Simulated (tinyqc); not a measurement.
## Bandgap voltage reference from two bipolar transistors: effect of the offset of the amplifier

Two transistors of area 1 and N carry the same current I. Is(T) = Is (T/T0)^eta exp[(Vg0 q/kB)(1/T0 - 1/T)], VBE1 = Vt ln(I/Is(T)) + I rb, VBE2 = Vt ln(I/(N Is(T))) + I rb/N. The amplifier forces I R1(T) = VBE1 - VBE2 + Vos, with R(T) = R (1 + tc (T - T0)) for both resistors, and the output is Vref = VBE1 + I R2(T). Base currents and the Early effect are neglected.

Vt = kB T/q; I = (Vt ln N + Vos)/(R1(T) - rb (1 - 1/N)). Box coefficient: span of Vref between 233 and 398 K over its average over T and over 165 K. The last column is the R2 that gives zero slope at T0.

Inputs (values chosen for the exercise); values of the order met in silicon bipolar transistors: reference temperature T0 = 323 K; band-gap voltage extrapolated to 0 K Vg0 = 1.16 V; temperature exponent of the saturation current eta = 3.3; saturation current of the unit transistor at T0 Is = 8.4e-18 A; area ratio of the second transistor N = 24; resistor across which the difference of VBE falls, at T0 R1 = 28 kohm; temperature coefficient of both resistors tc = 0 ppm/K; series resistance of the unit transistor rb = 24 ohm; output resistor at T0 R2 = 155.5 kohm.

Constants: q = 1.602176634e-19 C, kB = 1.380649e-23 J/K. Results are converted to the units shown.

Results:

| Vos (mV) | I at T0 (uA) | Vref at T0 (V) | slope at T0 (uV/K) | box coefficient (ppm/K) | R2 for zero slope (kohm) |
|---|---|---|---|---|---|
| -5 | 2.983 | 1.204 | 29.88 | 31.30 | 152.4 |
| -3 | 3.055 | 1.216 | 29.79 | 30.91 | 152.5 |
| 0 | 3.162 | 1.234 | 29.73 | 30.43 | 152.5 |
| 1 | 3.198 | 1.239 | 29.74 | 30.29 | 152.5 |
| 3 | 3.269 | 1.251 | 29.78 | 30.04 | 152.5 |
| 5 | 3.341 | 1.263 | 29.86 | 29.82 | 152.4 |

Estimate the missing row, Vos = -1 mV.

Computed row:

| Vos (mV) | I at T0 (uA) | Vref at T0 (V) | slope at T0 (uV/K) | box coefficient (ppm/K) | R2 for zero slope (kohm) |
|---|---|---|---|---|---|
| -1 | 3.126 | 1.228 | 29.74 | 30.58 | 152.5 |

With this row back in the table: As Vos goes from -5 to 5, Vref rises from 1.204 to 1.263 V and the box coefficient falls from 31.3 to 29.8 ppm/K. Each mV of offset moves Vref by 5.87 mV, about R2/R1 = 5.55 plus the change of VBE1 with the current.

tinyqc, about 0.02 s, one thread, Intel Xeon 2.30GHz (shared host): `OMP_NUM_THREADS=1 python tinyqc.py 2062039 2062040 out.jsonl`
